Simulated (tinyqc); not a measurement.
Ellipsoidal valleys in the axes of a wafer and a channel, step by step. Values are carried at full precision from step to step, so a last printed digit may differ when a step is redone from the rounded ones.

Valleys with axes a along [111], [1-1-1], [-11-1] and [-1-11], one whole valley each; inverse mass tensor w = 1/mt + (1/ml - 1/mt) a a. Device axes: z = nz/|nz|, x = nx/|nx|, y = z cross x; in them a = (ax, ay, az). Confinement mass mz = 1/w_zz. In the plane w_ij is replaced by u_ij = w_ij - w_iz w_jz/w_zz (i, j = x, y); density-of-states mass md = 1/sqrt(det u); conductivity mass along x mc = 1/u_xx; ballistic transport mass mx = u_yy/det u, width mass my = 1/u_yy.

Constants: hbar^2/2m0 = 3.80998211 eV angstrom^2; kB = 8.617333262e-05 eV/K.

Inputs chosen for the exercise (near those of the L valleys of GaAs; shifted at random, so the results belong to these values and not to a real crystal): ml = 1.921 m0 (longitudinal mass); mt = 0.074 m0 (transverse mass); nz = (1, 1, 2) (surface normal (confinement)); nx = (1, 1, -1) (channel direction); t = 4.7 nm (thickness of the film); T = 77 K (temperature).

## Device axes and valley axes

Give the rows x, y, z in cubic components and each valley axis in device components.

device axes:
```
     [100]   [010]    [001]
x   0.5774  0.5774  -0.5774
y  -0.7071  0.7071   0.0000
z   0.4082  0.4082   0.8165
```

valley axes:
```
              ax       ay       az
[111]     0.3333   0.0000   0.9428
[1-1-1]   0.3333  -0.8165  -0.4714
[-11-1]   0.3333   0.8165  -0.4714
[-1-11]  -1.0000   0.0000   0.0000
```

## Tensors of the valley [-11-1]

Form w and the reduced tensor u.

w (1/m0):
```
         x        y        z
x  12.0699  -3.5362   2.0416
y  -3.5362   4.8515   5.0010
z   2.0416   5.0010  10.6262
```

u (1/m0):
```
         x        y
x  11.6776  -4.4971
y  -4.4971   2.4979
```

The axis is tilted against the normal, so w_xz or w_yz is not zero and the reduction changes the masses in the plane.

## Masses of all valleys

Give mz, md, mc, mx and my.

Masses (m0):
```
valley       mz      md      mc      mx      my
[111]    0.5091  0.1437  0.2792  0.2792  0.0740
[1-1-1]  0.0941  0.3343  0.0856  0.2792  0.4003
[-11-1]  0.0941  0.3343  0.0856  0.2792  0.4003
[-1-11]  0.0740  0.3770  1.9210  1.9210  0.0740
```

mz md^2 = ml mt^2 = 0.01052 for every valley, so a heavy confinement mass comes with a small density of states. The heaviest mz is 0.509, for [111].

## Subbands and shares in a film

Hard walls: E_n = c (n pi/t)^2/mz, c = hbar^2/2m0, n = 1, 2, 3. Non-degenerate share of a valley proportional to md sum_n exp(-E_n/kT); mean 1/mc = sum of share/mc. 1 nm = 10 angstrom.

Give the ladders, the shares and the mean conductivity mass.

Subbands:
```
valley   E1 (meV)  E2 (meV)  E3 (meV)  share
[111]        33.4     133.7     300.9  1.000
[1-1-1]     180.9     723.5    1628.0  0.000
[-11-1]     180.9     723.5    1628.0  0.000
[-1-11]     230.0     920.1    2070.3  0.000
```

mean mc = 0.2792 m0

The lowest ladder ([111]) holds 100 % of the electrons in these valleys, the next starts 147 meV higher.

## Checks

- mz md^2 against ml mt^2: they agree to 1e-10 or better.
- mx my against md^2: they agree to 1e-10 or better.

Run: tinyqc, `OMP_NUM_THREADS=1 python tinyqc.py 1880487 1880488 out.jsonl`; Intel(R) Xeon(R) Processor @ 2.30GHz, one thread, shared host; about 0.01 s of CPU time with all checks.
